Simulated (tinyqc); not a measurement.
A ladder of methods, and size consistency: correlation methods against full CI in the sto-6g basis, for BeH2, spin multiplicity 1. Computed by the program tinyqc with PySCF. All electrons correlated; +Q is the Davidson correction (1 - c0^2) E_corr. The last columns treat two copies 100 angstrom apart as one system. FCI is the lowest singlet.

Geometry (angstrom):

| atom | x | y | z |
|---|---|---|---|
| Be | 0.0000 | 0.0000 | 0.0000 |
| H | 0.0000 | 1.5390 | 0.0510 |
| H | 0.0000 | -1.5390 | 0.0510 |

RHF energy of one = -15.684378 hartree

Correlation energies (hartree):

| method | E_corr of one | share of FCI (%) | E_corr of two at 100 angstrom | two minus twice one (mhartree) |
|---|---|---|---|---|
| MP2 | -0.02939 | 62.992 | -0.05879 | 0.000 |
| CISD | -0.04525 | 96.982 | -0.08714 | 3.375 |
| CISD+Q | -0.04708 | 100.890 | -0.09339 | 0.768 |
| CCSD | -0.04602 | 98.619 | -0.09204 | 0.000 |
| CCSD(T) | -0.04635 | 99.329 | -0.09270 | 0.000 |
| FCI | -0.04666 | 100.000 | - | - |

What does the comparison show, and why?

MP2 recovers 63 %, CISD 97.0 % and CCSD 98.6 % of the FCI value (c0^2 = 0.960 in CISD). MP2 and coupled cluster are size consistent, so their last column vanishes; CISD loses 3.37 mhartree, since a double excitation on each copy is a quadruple of the pair, and the Davidson correction leaves +0.77.
